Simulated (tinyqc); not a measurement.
FCI on RHF in the sto-3g basis, for HeH+, spin multiplicity 1, step by step. Computed by tinyqc, a small Python program that keeps every step (integrals from PySCF). Settings: charge = 1, multiplicity = 1, basis = sto-3g, method = RHF, energy threshold = 1e-10, iteration cap = 60, orthogonalisation = symmetric, start = core, DIIS depth = 6, ci = FCI. Command: `OMP_NUM_THREADS=1 python tinyqc.py 30294 30295 out.jsonl` (the two numbers bound the seeds that draw the settings). One thread of a shared host (Intel(R) Xeon(R) Processor @ 2.60GHz), about 0.1 s of CPU time with the checks. The early iterations of the SCF are left out here.

## One-electron integrals

Geometry (angstrom):
```
atom       x       y       z
He    0.0000  0.0000  0.0000
H     0.0000  0.0000  0.9390
```

Basis sto-3g: exponents (1/bohr^2) and contraction coefficients of normalised primitives:
```
element  l (shell)  exponent  coefficient
He           s (1)    6.3624       0.1543
He           s (1)    1.1589       0.5353
He           s (1)    0.3136       0.4446
H            s (1)    3.4253       0.1543
H            s (1)    0.6239       0.5353
H            s (1)    0.1689       0.4446
```

Overlap, kinetic and nuclear-attraction integrals over the contracted functions; the nuclear repulsion is the sum of Za Zb / Rab.

nuclear repulsion = 1.127108 hartree

overlap S:
```
        1He 1s   2H 1s
1He 1s  1.0000  0.4284
2H 1s   0.4284  1.0000
```

kinetic energy T (hartree):
```
        1He 1s   2H 1s
1He 1s  1.4118  0.1057
2H 1s   0.1057  0.7600
```

nuclear attraction V (hartree):
```
         1He 1s    2H 1s
1He 1s  -3.9014  -1.1990
2H 1s   -1.1990  -2.3097
```

core Hamiltonian H = T + V (hartree):
```
         1He 1s    2H 1s
1He 1s  -2.4896  -1.0933
2H 1s   -1.0933  -1.5497
```

## Two-electron integrals

Functions are numbered as in S; the eight-fold symmetry (ij|kl) = (ji|kl) = (kl|ij) leaves the list below.

Two-electron integrals (ij|kl) in chemists' order, unique and non-zero (hartree):
```
(11|11) 1.0557   (21|11) 0.3376   (21|21) 0.1365   (22|11) 0.5196
(22|21) 0.2741   (22|22) 0.7746
```

## Orthogonalisation

S = U s U^T; symmetric (Loewdin) form X = U s^(-1/2) U^T, so that X^T S X = 1.

eigenvalues of S: 0.5716  1.4284

X:
```
         1He 1s    2H 1s
1He 1s   1.0797  -0.2430
2H 1s   -0.2430   1.0797
```

## Iteration 9 (converged): orbitals

converged F (hartree):
```
         1He 1s    2H 1s
1He 1s  -1.4797  -0.8278
2H 1s   -0.8278  -0.6912
```

Diagonalise F' = X^T F X, C = X C', fill 1 alpha and 1 beta electrons from the bottom; D = 2 C_occ C_occ^T. Each column has its largest component positive (the first on a tie).

F' = X^T F X (hartree):
```
         1        2
1  -1.3314  -0.4443
2  -0.4443  -0.4588
```

orbital energies (hartree): MO1 -1.5178, MO2 -0.2724

coefficients C:
```
           MO1      MO2
1He 1s  0.9016  -0.6418
2H 1s   0.1936   1.0897
```

D after iteration 9:
```
        1He 1s   2H 1s
1He 1s  1.6259  0.3491
2H 1s   0.3491  0.0750
```

## Convergence

Stop when the energy changes by less than 1e-10 hartree and every element of the error matrix X^T (F D S - S D F) X is below 3e-06.

Course of the cycle:
```
iteration  E (hartree)     change  largest element of the error matrix
1            -2.811076          -                             2.75e-01
2            -2.852234  -4.12e-02                             6.48e-02
3            -2.854332  -2.10e-03                             3.47e-03
4            -2.854337  -5.26e-06                             1.11e-03
5            -2.854338  -3.86e-07                             6.54e-04
6            -2.854338  -1.04e-07                             4.62e-04
7            -2.854338  -4.21e-08                             3.57e-04
8            -2.854338  -6.18e-08                             1.26e-05
9            -2.854338  -7.72e-11                             2.06e-07
```

PySCF RHF in the same basis = -2.854338 hartree

Converged in 9 iterations.

## Integrals over molecular orbitals

(pq|rs) = sum C_ip C_jq C_kr C_ls (ij|kl), one index at a time.

one-electron integrals over orbitals h = C^T H C (hartree):
```
         1        2
1  -2.4637   0.1754
2   0.1754  -1.3363
```

Two-electron integrals over orbitals (pq|rs), unique and non-zero (hartree):
```
(11|11) 0.9459    (21|11) -0.1754   (21|21) 0.1256    (22|11) 0.5947
(22|21) 0.0578    (22|22) 0.7470
```

## FCI: determinants and Hamiltonian

Hartree-Fock energy = -2.854338 hartree

Slater-Condon rules over spin orbitals, with the nuclear repulsion added and E(HF) subtracted on the diagonal.

Occupation strings over the orbitals (2 doubly, a alpha, b beta, 0 empty; spin orbitals ordered 1a 1b 2a 2b ...): 20 ab ba 02

H - E(HF) between determinants (hartree):
```
        20       ab       ba       02
20  0.0000   0.0000   0.0000   0.1256
ab  0.0000   0.7762  -0.1256   0.2332
ba  0.0000  -0.1256   0.7762  -0.2332
02  0.1256   0.2332  -0.2332   2.0558
```

## FCI: roots

Diagonalise (each vector has its largest component positive (the first on a tie)); all determinants have Ms = 0, so triplets appear too. The lowest singlet root is the correlation energy.

lowest roots of this matrix, relative to E(HF) (hartree): -0.0081  0.6506  0.8154  2.1503

lowest vectors:
```
     root 1  root 2   root 3   root 4
20   0.9976  0.0000  -0.0390   0.0564
ab   0.0165  0.7071   0.6835   0.1803
ba  -0.0165  0.7071  -0.6835  -0.1803
02  -0.0644  0.0000  -0.2530   0.9653
```

<S^2> of these roots: 0.0000  2.0000  0.0000  0.0000

weight of the ground state by excitation level 0, 1, 2, ...: 0.9953  0.0005  0.0041
